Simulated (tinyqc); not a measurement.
## Conductivities from two wire lengths

Question. A wire with uniform heating p0 per length and ends at the substrate temperature has theta(L/2) = (p0/g)[1 - 1/cosh(L/(2 LH))], LH = sqrt(kap A/g). Find LH, g and kap.

Inputs (values chosen for the exercise):
- A = 430 nm^2 (cross-section)
- p0 = 0.036 uW/nm (heating per length)

theta at the middle for L = 1200 and 2400 nm (K): [82.433001, 174.06670]

Solution. With c = cosh(L1/(2 LH)) the longer wire has 2 c^2 - 1. The ratio of the two rises falls steadily from 4 to 1 as c grows, so it fixes c; g and kap follow.

LH = 610.5 nm
g = 0.1500 W/(m K)
kap = 130.0 W/(m K)

Computed by the program tinyqc: `OMP_NUM_THREADS=1 python tinyqc.py 2520107 2520108 out.jsonl`, one thread of a shared Intel Xeon 2.30GHz, about 0.01 s for the whole run.
